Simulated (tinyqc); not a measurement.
# Changing the recess depth d

Model: stress in a transistor channel from embedded alloy regions, liners and fins, by half-space elasticity. Computed by tinyqc, a small Python program. Command: `OMP_NUM_THREADS=1 python tinyqc.py 3021237 3021238 out.jsonl stressor sweep`. One thread of a shared host (Intel(R) Xeon(R) Processor @ 2.30GHz), about 0.06 s of CPU time with the checks.

Plane strain in an isotropic half-space, the same constants everywhere; x along the channel from its centre, y downwards from the free surface; stress is positive in tension.

Inputs (values chosen for the exercise, modelled on silicon):
```
quantity                                   value      unit
alloy fraction x                             0.5         -
lattice change per unit x, beta           0.0416         -
Young's modulus E                            168       GPa
Poisson ratio nu                            0.26         -
channel length L                             116        nm
length of each stressor S                     85        nm
depth of the field point y                   1.7        nm
longitudinal piezoresistance coefficient    73.8  1e-11/Pa
vertical piezoresistance coefficient        -1.2  1e-11/Pa
```

Stressor: Si(1-x)Ge(x) source and drain.

Method:
- Misfit e = beta x. A fully constrained inclusion holds the stress -p with p = E e/(1 - 2 nu); a blanket film would hold -E e/(1 - nu) in the plane.
- A line element dA of misfit at (a, c) in the half-space gives, with C = E e/(2 pi (1 - nu)), X = x - a, r1^2 = X^2 + (y - c)^2, r2^2 = X^2 + Y^2, Y = y + c: s_xx = -C dA {[X^2 - (y - c)^2]/r1^4 + 3 [X^2 - Y^2]/r2^4 + 4 y Y (Y^2 - 3 X^2)/r2^6}, s_yy = C dA {[X^2 - (y - c)^2]/r1^4 - [X^2 - Y^2]/r2^4 + 4 y Y (Y^2 - 3 X^2)/r2^6}. These are integrated over two rectangles, L/2 < |a| < L/2 + S, 0 < c < d (closed form in a, 200 Gauss-Legendre points in c).
- At x = y = 0 the integral is s_xx = -(4/pi) [E e/(1 - nu)] [arctan(2 d/L) - arctan(d/(L/2 + S))].
- d mu/mu = -(pi_L s_xx + pi_z s_yy) for the embedded regions alone; the stress across the width is left out.

One run for each value:
```
recess depth d (nm)  s_xx (MPa)  s_xx at the surface (MPa)  s_yy (MPa)  mobility change (%)
5.0                        -305                       -307      -0.406                 22.5
8.3                        -501                       -506      -0.654                 37.0
14.0                       -826                       -837      -1.015                 61.0
23.0                      -1286                      -1311      -1.365                 94.9
39.0                      -1906                      -1958      -1.391                140.6
65.0                      -2411                      -2499      -0.812                178.0
110.0                     -2473                      -2585      -0.154                182.5
180.0                     -2047                      -2162       0.066                151.0
300.0                     -1415                      -1526       0.073                104.4
```

Over the rows, s_xx (MPa) goes from -305 through a minimum among these rows, -2470 at 110, to -1410; s_xx at the surface (MPa) goes from -307 through a minimum among these rows, -2580 at 110, to -1530; s_yy (MPa) goes from -0.406 through a minimum among these rows, -1.39 at 39.0, to 0.0734. At the surface the maximum lies at d = sqrt((L/2)(L/2 + S)) = 91 nm: an element deeper than its horizontal distance has the opposite effect on the surface, by the sign of X^2 - c^2.

Caution (all rows): at such misfit the regions may relax by dislocations, and linear elasticity is rough. Caution (rows 8.30, 14.0, 23.0, 39.0, 65.0, 110, 180, 300): beyond a few hundred MPa bulk piezoresistance coefficients no longer describe an inversion layer well.

Extremes, crossings and ranges named in words are read from the listed rows.
